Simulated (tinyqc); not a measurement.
Susceptibility against the Curie-Weiss form: Heisenberg spin cluster by exact diagonalisation: multiplets, susceptibility, level crossings. Computed by tinyqc, a small Python program. Command: `OMP_NUM_THREADS=1 python tinyqc.py 3003083 3003084 out.jsonl spincl walk`. One thread of a shared host (Intel(R) Xeon(R) Processor @ 2.30GHz), about 0.01 s of CPU time with the checks.

H = J1 sum S_i.S_j over the bonds 1-2, 2-3, 3-4, 4-5, 5-6, 6-1 + J2 sum over 1-3, 2-4, 3-5, 4-6, 5-1, 6-2 - g mu_B B S_z; J > 0 is antiferromagnetic.

Inputs (values chosen for the exercise, for a model cluster): exchange J1 = -6.05 meV; exchange J2 = -4.8 meV; g factor = 2.2.

Cluster: ring of six with second neighbours J2. Spin s of each site: 0.5.

Constants: k_B = 8.617333262e-05 eV/K.

Method:
- Every multiplet has one member in the block S_z = 0; diagonalise it and read the total spin from <S^2> = S (S + 1).
- Z = sum k (2S + 1) exp(-E/(k_B T)) over the table, k the number of multiplets; <S^2> likewise with the factor S (S + 1); chi T = N_A g^2 mu_B^2 <S^2>/(3 k_B) = 0.125049 g^2 <S^2> cm^3 K/mol (cgs, per mole of clusters); C = (<E^2> - <E>^2)/(k_B T)^2; entropy = ln Z + <E>/(k_B T).
- High-temperature form: chi T = C0/(1 - theta/T), C0 = 0.125049 g^2 n s (s + 1), k_B theta = -(2/3) s (s + 1) (sum of J over bonds)/n, n = 6; a dash where T <= 1.05 theta.

Levels at B = 0:
```
E (meV),total S,number of multiplets
-16.2750,3,1
-6.0500,2,2
-4.1750,2,1
-0.6927,1,2
-0.2839,0,1
0.0000,2,2
1.0507,1,1
4.1750,1,1
6.0500,1,2
10.2250,0,2
10.9177,1,2
11.0493,1,1
12.3839,0,1
16.2750,0,1
```

gap to the next level = 10.225 meV

theta = 62.955 K

Against temperature:
```
T (K),chi T (cm^3 K/mol),Curie-Weiss,chi (cm^3/mol),C (k_B)
7,7.2628,-,1.0375e+00,1.8413e-05
14,7.2616,-,5.1869e-01,2.5364e-02
25,7.2011,-,2.8804e-01,4.4222e-01
42,6.7508,-,1.6073e-01,1.3649e+00
70,5.6451,27.060,8.0644e-02,1.3823e+00
110,4.6045,6.368,4.1859e-02,7.5880e-01
180,3.8221,4.188,2.1234e-02,3.0289e-01
280,3.4003,3.514,1.2144e-02,1.2423e-01
560,3.0464,3.069,5.4400e-03,3.0167e-02
1100,2.8838,2.889,2.6216e-03,7.6585e-03
```

What does the comparison show, and why?

The Curie-Weiss form is within 3 % in the last 2 rows. chi keeps rising on cooling, towards the Curie law of the S = 3 ground state; among these rows C is largest at 70 K, and the gap is 119 K.

Extremes, crossings and ranges named in words are read from the listed rows.
